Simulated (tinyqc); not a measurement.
Donor binding, ionisation and the Mott limit: Freeze-out.

Hydrogenic donor: Ry = (m0 q^3/(8 eps0^2 h^2)) me/eps_r^2 in eV, E0 = cc Ry, radius a = q/(8 pi eps0 eps_r E0), Mott density Nm = (0.26/a)^3. Below Nm the level sinks as Ed = E0 [1 - (N/Nm)^(1/3)]. Neutrality: Nc F12(eta) = N/(1 + 2 exp(eta + Ed/kB T)), F12(x) = (2/sqrt(pi)) int_0^infinity sqrt(u)/(1 + exp(u - x)) du.

Nc is given at 200 K and scales as T^1.5.

Values chosen for this exercise; band and dielectric values close to those of germanium: relative permittivity eps_r = 16.2; mass in the hydrogenic formula, set independently of Nc me = 0.12 m0; conduction-band density of states at 200 K Nc = 5.77e18 cm^-3; ratio of the true binding energy to the hydrogenic one cc = 1; donor density N = 6.3e14 cm^-3.

Constants: q = 1.602176634e-19 C, kB = 1.380649e-23 J/K, eps0 = 8.8541878128e-12 F/m, h = 6.62607015e-34 J s, m0 = 9.1093837015e-31 kg, Vt = kB T/q. Results are converted to the units shown.

Results:
```
T (K),eta,n (cm^-3),ionised (%),ln(n/T^0.75)
30,-6.2990,6.1575e14,97.738,31.503
45,-6.8915,6.2566e14,99.312,31.215
80,-7.7496,6.2892e14,99.828,30.789
110,-8.2265,6.2944e14,99.912,30.550
150,-8.6914,6.2969e14,99.951,30.318
220,-9.2656,6.2985e14,99.976,30.031
300,-9.7308,6.2991e14,99.986,29.799
400,-10.162,6.2994e14,99.991,29.583
```

Estimate the missing row, T = 60 K.

Computed row:
```
T (K),eta,n (cm^-3),ionised (%),ln(n/T^0.75)
60,-7.3196,6.2791e14,99.669,31.003
```

With this row back in the table: The ionised share rises from 97.7 to 100 %. Between the first two rows ln(n/T^0.75) has the slope 2.23 meV against q/kB T; deep freeze-out without compensation gives -Ed/2 = -2.38 meV, a limit that these rows do not reach, since a large share is already ionised.

Range of the model: A sharp level with degeneracy 2 overstates freeze-out near Nm, where the impurity band broadens and merges with the conduction band.

Computed by the program tinyqc: `OMP_NUM_THREADS=1 python tinyqc.py 2330004 2330005 out.jsonl`, one thread of a shared Intel Xeon 2.30GHz, about 0.02 s for the whole run.
